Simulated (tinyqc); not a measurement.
Worked calculation: UHF in the 6-31g basis, for H2, spin multiplicity 1. One step of it, computed by the program tinyqc.

Problem. Iteration 2: DIIS coefficients. Solve [B -1; -1 0][c; lambda] = [0; -1] for the coefficients, which sum to one.

B (overlaps of the stored error matrices):
```
,1,2
1,8.1042405e-02,2.8421020e-02
2,2.8421020e-02,1.0873315e-02
```

Give: DIIS coefficients.

Solution.

DIIS coefficients: -0.500  1.500
